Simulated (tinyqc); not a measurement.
Shallow acceptor in the spherical model (Baldereschi-Lipari), strong spin-orbit limit: one step, computed by the program tinyqc.

The 1S(3/2) state has an s envelope f(r) and a d envelope g(r). In effective units they obey -(f'' + 2f'/r + 2f/r) + mu (g'' + 5g'/r + 3g/r^2) = E f and -(g'' + 2g'/r - 6g/r^2 + 2g/r) + mu (f'' - f'/r) = E g. The cubic term, the split-off band and the central cell are left out.

Task: Lowest level in the small basis. H c = E S c with c^T S c = 1 and the largest component positive; the d weight is the part of the norm in g.

H (Ry*), rows f1, g1:
$$\begin{pmatrix}
-0.99 & 1.348339 \\
1.348339 & 1.723333
\end{pmatrix}$$

S, rows f1, g1:
$$\begin{pmatrix}
1 & 0 \\
0 & 1
\end{pmatrix}$$

Give: E; coefficients; d weight.

Result:

E = -1.546 Ry*

coefficients: f1 0.9245, g1 -0.3813

d weight = 0.1454
